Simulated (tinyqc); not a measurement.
From results back to parameters: statistics of electrons in three, two and one dimensions. Four cases, with inputs chosen for the exercise.

Problem. A sheet with one subband has n2 = (2/lambda^2) ln(1 + exp(eta)).

One band edge at E = 0, lambda = sqrt(4 pi c/(m1 kT)) with c = hbar^2/2m0. Densities with spin: n3 = (2/lambda^3) F_1/2(eta), n2 = (2/lambda^2) F_0(eta) with F_0 = ln(1 + exp(eta)), n1 = (2/lambda) F_-1/2(eta). F_j(eta) = (1/Gamma(j + 1)) integral_0^infinity x^j dx/(1 + exp(x - eta)), which tends to exp(eta) for eta << 0.

Constants: hbar^2/2m0 = 3.80998211 eV angstrom^2; kB = 8.617333262e-05 eV/K.

Find: n2 lambda^2/2; eta; EF above the subband edge.

Method. eta = ln(exp(n2 lambda^2/2) - 1), with n2 in 1/angstrom^2.

Case 1.

Values chosen (out of a larger set: near those of InSb, lowest valleys alone; not measured data): m1 = 0.0129 m0 (mass of one isotropic band with spin); T = 77 K.

n2 = 1.92888e+11 1/cm^2

Solution.

n2 lambda^2/2 = 5.3946
eta = 5.390
EF above the subband edge = 35.76 meV

Case 2.

Values chosen (out of a larger set: near those of GaN, lowest valleys alone; not measured data): m1 = 0.197 m0 (mass of one isotropic band with spin); T = 300 K.

n2 = 9.17667e+12 1/cm^2

Solution.

n2 lambda^2/2 = 4.3135
eta = 4.300
EF above the subband edge = 111.16 meV

Case 3.

Values chosen (out of a larger set: near those of Ge, lowest valleys alone; not measured data): m1 = 0.0822 m0 (mass of one isotropic band with spin); T = 77 K.

n2 = 4.90633e+11 1/cm^2

Solution.

n2 lambda^2/2 = 2.1534
eta = 2.030
EF above the subband edge = 13.47 meV

Case 4.

Values chosen (out of a larger set: near those of GaN, lowest valleys alone; not measured data): m1 = 0.201 m0 (mass of one isotropic band with spin); T = 300 K.

n2 = 1.29834e+12 1/cm^2

Solution.

n2 lambda^2/2 = 0.5981
eta = -0.200
EF above the subband edge = -5.17 meV

Computed by tinyqc, one run a case: `OMP_NUM_THREADS=1 python tinyqc.py N N+1 out.jsonl` with N = 1651674, 1651737, 1651752, 1651777; one thread of a shared Intel(R) Xeon(R) Processor @ 2.30GHz, about 0.01 s a run at most.
